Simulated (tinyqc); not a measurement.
Inside a calculation. Method: Pariser-Parr-Pople SCF with singles CI, for the molecule C=C1C=CC=CC=C1 (SMILES; centres numbered as the heavy atoms are written). One step of it, computed by the program tinyqc.

Problem. PPP integrals. Ohno: gamma = 14.399645/sqrt(R^2 + a^2), a = 2 x 14.399645/(gamma_rr + gamma_ss); H_rr = -W_r - sum_(s != r) z_s gamma_rs; H_rs = beta for bonds.

Centres (angstrom, eV; a flat drawing with bonds scaled to 1.40 angstrom):
```
centre          x          y  core charge z          W   gamma_rr
1C       2.637000   0.000000              1  12.740000  10.030000
2C       1.237000   0.000000              1  12.740000  10.030000
3C       0.629000   1.261000              1  12.740000  10.030000
4C      -0.736000   1.573000              1  12.740000  10.030000
5C      -1.830000   0.700000              1  12.740000  10.030000
6C      -1.830000  -0.700000              1  12.740000  10.030000
7C      -0.736000  -1.573000              1  12.740000  10.030000
8C       0.629000  -1.261000              1  12.740000  10.030000
```

Resonance integrals (eV):
```
i  j       beta
1  2  -2.390000
2  3  -2.390000
3  4  -2.390000
4  5  -2.390000
5  6  -2.390000
6  7  -2.390000
7  8  -2.390000
8  2  -2.390000
```

Give: repulsion gamma_rs; core matrix H.

Solution.

repulsion gamma_rs (eV):
```
         1C       2C       3C       4C       5C       6C       7C       8C
1C  10.0300   7.1809   5.1949   3.6098   3.0354   3.0354   3.6098   5.1949
2C   7.1809  10.0300   7.1811   4.9600   4.1642   4.1642   4.9600   7.1811
3C   5.1949   7.1811  10.0300   7.1804   4.9617   4.1649   4.1645   4.9620
4C   3.6098   4.9600   7.1804  10.0300   7.1818   4.9611   4.1640   4.1645
5C   3.0354   4.1642   4.9617   7.1818  10.0300   7.1809   4.9611   4.1649
6C   3.0354   4.1642   4.1649   4.9611   7.1809  10.0300   7.1818   4.9617
7C   3.6098   4.9600   4.1645   4.1640   4.9611   7.1818  10.0300   7.1804
8C   5.1949   7.1811   4.9620   4.1645   4.1649   4.9617   7.1804  10.0300
```

core matrix H (eV):
```
          1C        2C        3C        4C        5C        6C        7C        8C
1C  -43.6010   -2.3900    0.0000    0.0000    0.0000    0.0000    0.0000    0.0000
2C   -2.3900  -52.5315   -2.3900    0.0000    0.0000    0.0000    0.0000   -2.3900
3C    0.0000   -2.3900  -50.5495   -2.3900    0.0000    0.0000    0.0000    0.0000
4C    0.0000    0.0000   -2.3900  -48.9617   -2.3900    0.0000    0.0000    0.0000
5C    0.0000    0.0000    0.0000   -2.3900  -48.3900   -2.3900    0.0000    0.0000
6C    0.0000    0.0000    0.0000    0.0000   -2.3900  -48.3900   -2.3900    0.0000
7C    0.0000    0.0000    0.0000    0.0000    0.0000   -2.3900  -48.9617   -2.3900
8C    0.0000   -2.3900    0.0000    0.0000    0.0000    0.0000   -2.3900  -50.5495
```
